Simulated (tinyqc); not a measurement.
Worked calculation: shallow acceptor in the spherical four-band model. Values are carried at full precision from step to step, so a last printed digit may differ when a step is redone from the rounded ones.

Units Ry* = Ry/(g1 eps^2) and a* = a0 eps g1; mu = (6 g3 + 4 g2)/(5 g1) is the spherical heavy-light coupling and delta = (g3 - g2)/g1 the cubic term, which is left out.

Constants: Ry = 13.60569312 eV; a0 (Bohr radius) = 0.5291772105 angstrom.

Parameters, chosen for this exercise (near those of a shallow acceptor in GaSb; shifted at random, so the results belong to these values and not to a real crystal): g1 = 13.42 (Luttinger gamma1); g2 = 4.71 (gamma2); g3 = 5.95 (gamma3); eps = 14.8 (dielectric constant); al = (0.552, 3.31, 19.9) 1/a*^2 (exponents a_i, the same for f and g); Dso = 0.772 eV (spin-orbit splitting).

## Units and couplings

Give Ry*, a*, mu, delta and the spherical masses 1/(g1 (1 -/+ mu)).

Ry* = 4.629 meV
a* = 105.10 angstrom
mu = 0.81282
delta = 0.0924

heavy and light mass (m0): 0.3981  0.0411

A hydrogen model with the heavy mass would bind by Ry*/(1 - mu) = 24.7 meV and with the light mass by 2.6 meV. delta/mu = 0.11: the cubic term is a modest correction.

## Matrices in a small basis

The ground state 1S3/2 has an L = 0 part f(r) and an L = 2 part g(r). In units of Ry* and a*, with Gaussians f_i = exp(-a_i r^2), g_i = r^2 exp(-a_i r^2), A = a_i + a_j and I(n) = Gamma((n + 1)/2)/(2 A^((n + 1)/2)): S_ff = I(2), S_gg = I(6), H_ff = (6 a_i a_j/A) I(2) - 2 I(1), H_gg = (14 a_i a_j/A) I(6) - 2 I(5), H_fg = -mu [15 I(2) - 20 a_j I(4) + 4 a_j^2 I(6)]; each function is then normalised. The split-off band is left out.

Form S and H.

S:
```
        f1      f2      f3      g1      g2      g3
f1  1.0000  0.5857  0.1845       0       0       0
f2  0.5857  1.0000  0.5848       0       0       0
f3  0.1845  0.5848  1.0000       0       0       0
g1       0       0       0  1.0000  0.2870  0.0194
g2       0       0       0  0.2870  1.0000  0.2860
g3       0       0       0  0.0194  0.2860  1.0000
```

H (Ry*):
```
         f1        f2        f3       g1        g2        g3
f1  -0.7152   -0.9349   -1.2885  -1.7377   -0.4987   -0.0337
f2  -0.9349    4.1235    3.6000  -2.9903  -10.4200   -2.9806
f3  -1.2885    3.6000   45.4627  -1.2142  -17.9195  -62.6457
g1  -1.7377   -2.9903   -1.2142   2.5994    1.2220    0.0402
g2  -0.4987  -10.4200  -17.9195   1.2220   20.0732    9.7063
g3  -0.0337   -2.9806  -62.6457   0.0402    9.7063  131.7068
```

## Ground state in the small basis

Solve H u = E S u for the lowest level of the acceptor; the first half of the basis is L = 0 and the second L = 2. Give E, E without the f-g block, and the L = 2 weight u_g S_gg u_g with u S u = 1.

E = -2.520 Ry*
E without coupling = -0.775 Ry*
L = 2 weight = 0.285

Without the coupling the exact value is -1, which this basis, tuned to the compact coupled state, misses by 0.225. The coupling to L = 2 takes the level to 2.52 times that exact value.

## Converged result

Converged values use 22 exponents 2.2^i, i = -7 to 14, for f and for g.
Ground and next level of the same symmetry, L = 2 weight and mean radius.

1S3/2 and 2S3/2 (Ry*): -2.730  -0.821

binding energies (meV): 12.6  3.8

L = 2 weight = 0.309
<r> = 64.5 angstrom

The small basis reaches 92 % of the binding. The ratio 1S/2S is 3.33 (4 for hydrogen). The binding is 0.02 of Dso, so leaving out the split-off band is safe.

## Checks

- Level at mu = 0 against -1 Ry*: both -1.0000.
- Ground level from a second, denser basis, Ry*: both -2.730.

(tinyqc, `OMP_NUM_THREADS=1 python tinyqc.py 1252528 1252529 out.jsonl`, Intel(R) Xeon(R) Processor @ 2.30GHz, 1 thread, shared host, about 0.1 s.)
